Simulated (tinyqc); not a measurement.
Tunnelling through a gate dielectric, WKB transmission and Tsu-Esaki current: two steps of the calculation.

Electrons leave the emitter at x = 0. Energies E (motion across the layers) are in eV from the emitter Fermi level; the collector Fermi level lies at -V and offers states at every E. No charge in the dielectric and no image force: F1 = V/t1, U = phi1 - F1 x. With C = hbar^2/(2 m0), kappa = sqrt(m (U - E)/C) where U > E and 0 elsewhere; T(E) = exp(-S), S = 2 times the integral of kappa over x.

Inputs (values chosen for the exercise); dielectric values close to those of silicon nitride:
```
symbol,value,unit,meaning
T,77,K,temperature
Ef,0.18,eV,Fermi energy of the emitter above its band bottom
me,1,m0,emitter mass in the supply function
phi1,2.02,eV,barrier of layer 1 above the emitter Fermi level at zero bias
m1,0.48,m0,tunnelling mass of layer 1
t1,1.7,nm,thickness of layer 1
V,0.8,V,voltage across the dielectric
E,-0.15,eV,energy of the electron followed
Ea,-0.18,eV,lower end of the energy grid
Eb,0.062,eV,upper end of the energy grid
nE,15,,points of the energy grid
```

Constants: q = 1.602176634e-19 C, kB = 1.380649e-23 J/K, hbar = 1.054571817e-34 J s, m0 = 9.1093837015e-31 kg, Vt = kB T/q, hbar^2/(2 m0) = 0.0380998212 eV nm^2. Results are converted to the units shown.

Question 1. WKB exponent in closed form. Each layer adds (2/F) sqrt(m/C) [G(u at its left edge) - G(u at its right edge)] to S, with u = U - E (0 where negative) and G(u) = (2/3) u^1.5. The slope follows from 1/d = -dS/dE.

Wanted: S; T(E); energy d over which T(E) grows by a factor e.

Answer 1.

S = 16.021
T(E) = 1.1019e-7
energy d over which T(E) grows by a factor e = 0.21905 eV

The midpoint rule gives S = 16.022, so its T(E) is 0.072 % below this value. The band edge stays above E through the whole stack: direct tunnelling through a trapezoid.

Question 2. Current density on a coarse energy grid. J = J0 times the integral of T(E) N(E) dE, N = ln[(1 + exp(-E/Vt))/(1 + exp((-E - V)/Vt))], J0 = q^2 me m0 kB T/(2 pi^2 hbar^3) (times 1e-4 for A/cm^2 per eV), by Simpson's rule on nE equally spaced points from Ea to Eb.

Give: E; T(E); N; T(E) N; J0; J.

Answer 2.

| point | E (eV) | T(E) | N | T(E) N |
|---|---|---|---|---|
| 0 | -0.1800 | 9.615e-8 | 27.13 | 2.608e-6 |
| 1 | -0.1627 | 1.040e-7 | 24.52 | 2.550e-6 |
| 2 | -0.1454 | 1.125e-7 | 21.92 | 2.466e-6 |
| 3 | -0.1281 | 1.218e-7 | 19.31 | 2.352e-6 |
| 4 | -0.1109 | 1.319e-7 | 16.71 | 2.203e-6 |
| 5 | -0.0936 | 1.429e-7 | 14.10 | 2.015e-6 |
| 6 | -0.0763 | 1.548e-7 | 11.50 | 1.780e-6 |
| 7 | -0.0590 | 1.679e-7 | 8.892 | 1.493e-6 |
| 8 | -0.0417 | 1.821e-7 | 6.289 | 1.145e-6 |
| 9 | -0.0244 | 1.976e-7 | 3.706 | 7.325e-7 |
| 10 | -0.0071 | 2.145e-7 | 1.370 | 2.939e-7 |
| 11 | 0.0101 | 2.330e-7 | 0.1963 | 4.573e-8 |
| 12 | 0.0274 | 2.532e-7 | 0.01590 | 4.025e-9 |
| 13 | 0.0447 | 2.753e-7 | 0.001183 | 3.258e-10 |
| 14 | 0.0620 | 2.994e-7 | 8.749e-5 | 2.620e-11 |

J0 = 1.074e8 A/(cm^2 eV)
J = 34.12 A/cm^2

The integrand peaks at E = -0.180 eV among these points.

Numbers from tinyqc (`OMP_NUM_THREADS=1 python tinyqc.py 2540028 2540029 out.jsonl`; about 0.02 s on one thread of a shared Intel Xeon 2.30GHz).
